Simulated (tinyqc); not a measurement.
Worked calculation: Born-Oppenheimer dynamics on the RHF/sto-3g surface (energies and gradients from PySCF), for H3-, spin multiplicity 1. The basis has no diffuse functions, so it cannot describe the extra electron: this is an exercise in the method, not the real anion. One step of it, computed by the program tinyqc.

Problem. Velocity Verlet step 1. dt = 1 fs = 41.3414 atomic units; x' = x + v dt - g dt^2 / (2m); after the new gradient g', v' = v - (g + g') dt / (2m).

positions (bohr):
```
,x,y,z
1H,-0.049133,-0.030236,-0.003779
2H,-0.103935,-0.009449,1.621385
3H,0.003779,0.020787,-1.534458
```

velocities (bohr per atomic time unit):
```
,x,y,z
1H,0.000001333,-0.000040333,-0.000055333
2H,-0.000095667,-0.000006333,-0.000072333
3H,0.000094333,0.000046667,0.000127667
```

gradient (hartree/bohr):
```
,x,y,z
1H,0.00045050,-0.00392624,-0.01539055
2H,0.00382332,0.00321529,-0.11085824
3H,-0.00427382,0.00071095,0.12624879
```

masses (electron masses): 1H 1837.152588, 2H 1837.152588, 3H 1837.152588

gradient after step 1 (hartree/bohr):
```
,x,y,z
1H,0.00029376,-0.00422419,-0.01047712
2H,0.00323412,0.00312636,-0.08702718
3H,-0.00352788,0.00109783,0.09750430
```

Give: positions after step 1; velocities after step 1.

Solution.

positions after step 1 (bohr):
```
,x,y,z
1H,-0.0493,-0.0301,0.0011
2H,-0.1097,-0.0112,1.6700
3H,0.0097,0.0224,-1.5879
```

velocities after step 1 (bohr per atomic time unit):
```
,x,y,z
1H,-0.0000070,0.0000514,0.0002357
2H,-0.0001751,-0.0000777,0.0021542
3H,0.0001821,0.0000263,-0.0023899
```
